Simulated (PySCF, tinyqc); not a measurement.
Worked calculation: RHF in the 6-31g basis, for H3-, spin multiplicity 1. The basis has no diffuse functions, so it cannot describe the extra electron: this is an exercise in the method, not the real anion. The lowest restricted solution is unstable here: a spin-polarised one lies 0.0005 hartree lower (PySCF). One step of it, computed by the program tinyqc.

Problem. Iteration 1: building the Fock matrix. J_ij = sum D_kl (ij|kl), K_ij = sum D_kl (ik|jl); F = H + J - 0.5 K; E = tr D H + tr D J / 2 - 0.25 tr D K + E_nn.

D at the start, order 1H 1s, 1H 2s, 2H 1s, 2H 2s, 3H 1s, 3H 2s:
$$\begin{pmatrix}
0.202799 & 0.314585 & 0.037407 & 0.138920 & 0.037407 & 0.138920 \\
0.314585 & 0.487988 & 0.058026 & 0.215495 & 0.058026 & 0.215495 \\
0.037407 & 0.058026 & 0.257432 & 0.332052 & -0.243632 & -0.280803 \\
0.138920 & 0.215495 & 0.332052 & 0.469957 & -0.280803 & -0.279632 \\
0.037407 & 0.058026 & -0.243632 & -0.280803 & 0.257432 & 0.332052 \\
0.138920 & 0.215495 & -0.280803 & -0.279632 & 0.332052 & 0.469957
\end{pmatrix}$$

core Hamiltonian H = T + V (hartree), order 1H 1s, 1H 2s, 2H 1s, 2H 2s, 3H 1s, 3H 2s:
$$\begin{pmatrix}
-0.943014 & -0.933722 & -0.119195 & -0.352218 & -0.119195 & -0.352218 \\
-0.933722 & -1.071302 & -0.330708 & -0.572450 & -0.330708 & -0.572450 \\
-0.119195 & -0.330708 & -0.771649 & -0.820958 & -0.000098 & -0.017810 \\
-0.352218 & -0.572450 & -0.820958 & -0.906484 & -0.017810 & -0.097188 \\
-0.119195 & -0.330708 & -0.000098 & -0.017810 & -0.771649 & -0.820958 \\
-0.352218 & -0.572450 & -0.017810 & -0.097188 & -0.820958 & -0.906484
\end{pmatrix}$$

Two-electron integrals (ij|kl) in chemists' order, unique and non-zero (hartree):
```
(11|11) 1.076566   (21|11) 0.578470   (21|21) 0.329423   (22|11) 0.587396
(22|21) 0.361304   (22|22) 0.453150   (31|11) 0.029776   (31|21) 0.018277
(31|22) 0.022528   (31|31) 0.001945   (32|11) 0.089668   (32|21) 0.058049
(32|22) 0.081224   (32|31) 0.007074   (32|32) 0.034572   (33|11) 0.342578
(33|21) 0.225063   (33|22) 0.331698   (33|31) 0.029776   (33|32) 0.177511
(33|33) 1.076566   (41|11) 0.177511   (41|21) 0.102567   (41|22) 0.115127
(41|31) 0.007074   (41|32) 0.022968   (41|33) 0.089668   (41|41) 0.034572
(42|11) 0.247321   (42|21) 0.155355   (42|22) 0.204472   (42|31) 0.013407
(42|32) 0.055504   (42|33) 0.247321   (42|41) 0.055504   (42|42) 0.114805
(43|11) 0.225063   (43|21) 0.147439   (43|22) 0.215385   (43|31) 0.018277
(43|32) 0.102567   (43|33) 0.578470   (43|41) 0.058049   (43|42) 0.155355
(43|43) 0.329423   (44|11) 0.331698   (44|21) 0.215385   (44|22) 0.309315
(44|31) 0.022528   (44|32) 0.115127   (44|33) 0.587396   (44|41) 0.081224
(44|42) 0.204472   (44|43) 0.361304   (44|44) 0.453150   (51|11) 0.029776
(51|21) 0.018277   (51|22) 0.022528   (51|31) 0.000753   (51|32) 0.002630
(51|33) 0.010670   (51|41) 0.004862   (51|42) 0.007769   (51|43) 0.007024
(51|44) 0.010649   (51|51) 0.001945   (52|11) 0.089668   (52|21) 0.058049
(52|22) 0.081224   (52|31) 0.002630   (52|32) 0.009786   (52|33) 0.040728
(52|41) 0.015821   (52|42) 0.028055   (52|43) 0.026811   (52|44) 0.040714
(52|51) 0.007074   (52|52) 0.034572   (53|11) 0.000012   (53|21) 0.000007
(53|22) 0.000007   (53|31) 3.56e-07   (53|32) 1.09e-06   (53|33) 4.19e-06
(53|41) 2.05e-06   (53|42) 2.98e-06   (53|43) 2.75e-06   (53|44) 4.04e-06
(53|51) 3.56e-07   (53|52) 1.09e-06   (54|11) 0.004033   (54|21) 0.002543
(54|22) 0.003330   (54|31) 0.000111   (54|32) 0.000398   (54|33) 0.001633
(54|41) 0.000689   (54|42) 0.001159   (54|43) 0.001075   (54|44) 0.001631
(54|51) 0.000279   (54|52) 0.001158   (54|53) 4.87e-08   (54|54) 0.000043
(55|11) 0.342578   (55|21) 0.225063   (55|22) 0.331698   (55|31) 0.010670
(55|32) 0.040728   (55|33) 0.171366   (55|41) 0.062218   (55|42) 0.114850
(55|43) 0.112809   (55|44) 0.171362   (55|51) 0.029776   (55|52) 0.177511
(55|53) 4.19e-06   (55|54) 0.005300   (55|55) 1.076566   (61|11) 0.177511
(61|21) 0.102567   (61|22) 0.115127   (61|31) 0.004862   (61|32) 0.015821
(61|33) 0.062218   (61|41) 0.029802   (61|42) 0.044993   (61|43) 0.040913
(61|44) 0.061142   (61|51) 0.007074   (61|52) 0.022968   (61|53) 2.05e-06
(61|54) 0.000985   (61|55) 0.089668   (61|61) 0.034572   (62|11) 0.247321
(62|21) 0.155355   (62|22) 0.204472   (62|31) 0.007769   (62|32) 0.028055
(62|33) 0.114850   (62|41) 0.044993   (62|42) 0.078365   (62|43) 0.075500
(62|44) 0.113519   (62|51) 0.013407   (62|52) 0.055504   (62|53) 2.98e-06
(62|54) 0.002078   (62|55) 0.247321   (62|61) 0.055504   (62|62) 0.114805
(63|11) 0.004033   (63|21) 0.002543   (63|22) 0.003330   (63|31) 0.000279
(63|32) 0.001158   (63|33) 0.005300   (63|41) 0.000985   (63|42) 0.002078
(63|43) 0.003180   (63|44) 0.003800   (63|51) 0.000111   (63|52) 0.000398
(63|53) 4.87e-08   (63|54) 0.000017   (63|55) 0.001633   (63|61) 0.000689
(63|62) 0.001159   (63|63) 0.000043   (64|11) 0.037702   (64|21) 0.023190
(64|22) 0.029086   (64|31) 0.001446   (64|32) 0.005213   (64|33) 0.021290
(64|41) 0.007390   (64|42) 0.013124   (64|43) 0.013825   (64|44) 0.019854
(64|51) 0.001446   (64|52) 0.005213   (64|53) 4.50e-07   (64|54) 0.000214
(64|55) 0.021290   (64|61) 0.007390   (64|62) 0.013124   (64|63) 0.000214
(64|64) 0.001867   (65|11) 0.225063   (65|21) 0.147439   (65|22) 0.215385
(65|31) 0.007024   (65|32) 0.026811   (65|33) 0.112809   (65|41) 0.040913
(65|42) 0.075500   (65|43) 0.074261   (65|44) 0.112801   (65|51) 0.018277
(65|52) 0.102567   (65|53) 2.75e-06   (65|54) 0.003180   (65|55) 0.578470
(65|61) 0.058049   (65|62) 0.155355   (65|63) 0.001075   (65|64) 0.013825
(65|65) 0.329423   (66|11) 0.331698   (66|21) 0.215385   (66|22) 0.309315
(66|31) 0.010649   (66|32) 0.040714   (66|33) 0.171362   (66|41) 0.061142
(66|42) 0.113519   (66|43) 0.112801   (66|44) 0.171208   (66|51) 0.022528
(66|52) 0.115127   (66|53) 4.04e-06   (66|54) 0.003800   (66|55) 0.587396
(66|61) 0.081224   (66|62) 0.204472   (66|63) 0.001631   (66|64) 0.019854
(66|65) 0.361304   (66|66) 0.453150
```

nuclear repulsion = 0.85682839 hartree

Give: Coulomb J; exchange K; Fock matrix F; total energy of this density.

Solution.

Coulomb J (hartree), order 1H 1s, 1H 2s, 2H 1s, 2H 2s, 3H 1s, 3H 2s:
$$\begin{pmatrix}
1.9675 & 1.2063 & 0.0841 & 0.3900 & 0.0841 & 0.3900 \\
1.2063 & 1.5576 & 0.3586 & 0.7570 & 0.3586 & 0.7570 \\
0.0841 & 0.3586 & 1.7207 & 1.0461 & 0.0000 & 0.0131 \\
0.3900 & 0.7570 & 1.0461 & 1.3403 & 0.0131 & 0.1000 \\
0.0841 & 0.3586 & 0.0000 & 0.0131 & 1.7207 & 1.0461 \\
0.3900 & 0.7570 & 0.0131 & 0.1000 & 1.0461 & 1.3403
\end{pmatrix}$$

exchange K (hartree), order 1H 1s, 1H 2s, 2H 1s, 2H 2s, 3H 1s, 3H 2s:
$$\begin{pmatrix}
0.9592 & 0.8535 & 0.2063 & 0.4122 & 0.2063 & 0.4122 \\
0.8535 & 0.9247 & 0.3521 & 0.5367 & 0.3521 & 0.5367 \\
0.2063 & 0.3521 & 0.9058 & 0.7465 & -0.0980 & -0.0441 \\
0.4122 & 0.5367 & 0.7465 & 0.7573 & -0.0441 & 0.0604 \\
0.2063 & 0.3521 & -0.0980 & -0.0441 & 0.9058 & 0.7465 \\
0.4122 & 0.5367 & -0.0441 & 0.0604 & 0.7465 & 0.7573
\end{pmatrix}$$

Fock matrix F (hartree), order 1H 1s, 1H 2s, 2H 1s, 2H 2s, 3H 1s, 3H 2s:
$$\begin{pmatrix}
0.5449 & -0.1542 & -0.1383 & -0.1683 & -0.1383 & -0.1683 \\
-0.1542 & 0.0239 & -0.1482 & -0.0838 & -0.1482 & -0.0838 \\
-0.1383 & -0.1482 & 0.4962 & -0.1481 & 0.0489 & 0.0174 \\
-0.1683 & -0.0838 & -0.1481 & 0.0552 & 0.0174 & -0.0274 \\
-0.1383 & -0.1482 & 0.0489 & 0.0174 & 0.4962 & -0.1481 \\
-0.1683 & -0.0838 & 0.0174 & -0.0274 & -0.1481 & 0.0552
\end{pmatrix}$$

total energy of this density = -1.374950 hartree
